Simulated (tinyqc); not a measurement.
Lifetime against injection: carrier lifetime from Shockley-Read-Hall, radiative, Auger and surface recombination. Computed by tinyqc, a small Python program. Command: `OMP_NUM_THREADS=1 python tinyqc.py 3018773 3018774 out.jsonl lifetime walk`. One thread of a shared host (Intel(R) Xeon(R) Processor @ 2.30GHz), about 0.02 s of CPU time with the checks.

Energies are counted from the top of the valence band. Boltzmann statistics, full ionisation, and equal excess densities of electrons and holes.

Inputs (values chosen for the exercise, with bands modelled on GaSb):

| quantity | value | unit |
|---|---|---|
| gap E_g | 0.726 | eV |
| electron mass m_e | 0.0399 | m_0 |
| valleys M_c | 1 | - |
| hole mass m_h | 0.39 | m_0 |
| temperature T | 250 | K |
| doping N | 5.4e+15 | cm^-3 |
| trap level E_t | 0.37 | eV |
| trap density N_t | 1.2e+13 | cm^-3 |
| electron cross-section sigma_n | 1.1e-15 | cm^2 |
| hole cross-section sigma_p | 2.2e-15 | cm^2 |
| radiative coefficient B | 7.5e-11 | cm^3/s |
| Auger coefficient C_n | 1.1e-31 | cm^6/s |
| Auger coefficient C_p | 8.6e-31 | cm^6/s |
| diffusion coefficient D | 54 | cm^2/s |
| surface velocity S | 3.8 | cm/s |
| thickness W | 2 | micrometre |

Doping: n-type. Surface term: two equal surfaces.

Constants: m_0 = 9.1093837015e-31 kg; k_B = 1.380649e-23 J/K; h = 6.62607015e-34 J s; k_B = 8.617333262e-05 eV/K.

Method:
- N_c = 2 M_c (2 pi m_e k_B T/h^2)^(3/2) and N_v = 2 (2 pi m_h k_B T/h^2)^(3/2), masses in units of m_0.
- n_i = sqrt(N_c N_v) exp(-E_g/2 k_B T); majority density N/2 + sqrt(N^2/4 + n_i^2), minority density n_i^2 over it.
- v = sqrt(3 k_B T/m) with m_e or m_h; tau_n0 = 1/(sigma_n v_n N_t), tau_p0 = 1/(sigma_p v_p N_t); n1 = N_c exp(-(E_g - E_t)/k_B T), p1 = N_v exp(-E_t/k_B T).
- The slowest diffusion mode has x tan x = S W/(2 D) with 0 < x < pi/2 (bisection), and tau_s = W^2/(4 x^2 D). The common approximation is W/(2 S) + W^2/(pi^2 D).
- With n = n_0 + dn, p = p_0 + dn and U/dn = 1/tau: (n p - n_i^2)/dn = n_0 + p_0 + dn = s; 1/tau_SRH = s/[tau_p0 (n + n1) + tau_n0 (p + p1)]; 1/tau_rad = B s; 1/tau_Aug = (C_n n + C_p p) s; the rates add, with 1/tau_s.
- Rows stop below half the smaller effective density of states.

N_c = 1.52146e+17 cm^-3

N_v = 4.64940e+18 cm^-3

n_0 = 5.40000e+15 cm^-3

p_0 = 303212 cm^-3

tau_p0 = 2.21871e-06 s

n1 = 1.01301e+10 cm^-3

tau_n0 = 1.41933e-06 s

p1 = 1.61631e+11 cm^-3

tau_s = 2.63159e-05 s

Lifetimes (s):

| dn (cm^-3) | SRH | radiative | Auger | effective | radiative efficiency | fastest channel |
|---|---|---|---|---|---|---|
| 1.00e+10 | 2.2188e-06 | 2.4691e-06 | 0.31175 | 1.1189e-06 | 0.45317 | SRH |
| 1.00e+11 | 2.2188e-06 | 2.4691e-06 | 0.31170 | 1.1189e-06 | 0.45318 | SRH |
| 1.00e+12 | 2.2190e-06 | 2.4687e-06 | 0.31119 | 1.1189e-06 | 0.45324 | SRH |
| 1.00e+13 | 2.2214e-06 | 2.4646e-06 | 0.30618 | 1.1187e-06 | 0.45390 | SRH |
| 1.00e+14 | 2.2446e-06 | 2.4242e-06 | 0.26312 | 1.1160e-06 | 0.46037 | SRH |
| 1.00e+15 | 2.4405e-06 | 2.0833e-06 | 0.09990 | 1.0779e-06 | 0.51738 | radiative |
| 1.00e+16 | 3.1404e-06 | 8.6580e-07 | 0.00631 | 6.6155e-07 | 0.76410 | radiative |

What follows from these numbers?

tau_SRH goes from 2.22e-6 s at low injection (the minority capture time, 2.22e-6 s) to 3.14e-6 s in the last row; at high injection it tends to tau_n0 + tau_p0 = 3.64e-6 s. Ruling channel by row: SRH from 1e10, radiative from 1e15 cm^-3.

Extremes, crossings and ranges named in words are read from the listed rows.
